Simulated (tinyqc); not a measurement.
Inside a calculation. Method: plane-wave Kohn-Sham cycle with exchange-only LDA in a layered model solid. One step of it, computed by the program tinyqc.

Problem. Iteration 2: potential. V_H(G) = 4 pi rho(G)/G^2 for G != 0 (uniform background); v_x = -(3 rho/pi)^(1/3); V = V_ext + V_H + v_x; Fourier components f(G_m) = (1/N) sum_j f(x_j) exp(-i G_m x_j).

A solid whose potential varies along x alone (atomic units):
```
parameter                      value
period a                    6.600000
cross-section of the cell  19.000000
electrons per cell                 4
grid points                       16
plane waves -n..n, n               3
k points                           1
V1 in V1 cos(2 pi x/a)     -0.500000
```

density after iteration 1 (e/bohr^3): 0.03784868  0.03994118  0.04303590  0.04196795  0.03587838  0.02799390  0.02152331  0.01768868  0.01645955  0.01768868  0.02152331  0.02799390  0.03587838  0.04196795  0.04303590  0.03994118

Give: Potentials on the grid; V(G_m), m = 0, 1, 2, ....

Solution.

Potentials on the grid (hartree):
```
x       V_ext     V_H     v_x       V
0.000  -0.500   0.161  -0.331  -0.670
0.412  -0.462   0.154  -0.337  -0.645
0.825  -0.354   0.130  -0.345  -0.569
1.238  -0.191   0.083  -0.342  -0.451
1.650       0   0.015  -0.325  -0.310
2.062   0.191  -0.061  -0.299  -0.169
2.475   0.354  -0.129  -0.274  -0.049
2.888   0.462  -0.175  -0.257   0.030
3.300   0.500  -0.192  -0.250   0.058
3.712   0.462  -0.175  -0.257   0.030
4.125   0.354  -0.129  -0.274  -0.049
4.537   0.191  -0.061  -0.299  -0.169
4.950       0   0.015  -0.325  -0.310
5.362  -0.191   0.083  -0.342  -0.451
5.775  -0.354   0.130  -0.345  -0.569
6.188  -0.462   0.154  -0.337  -0.645
```

V(G_m), m = 0, 1, 2, ... (hartree): -0.309  -0.183  0.001  0.001  0.000  0.000  0.000
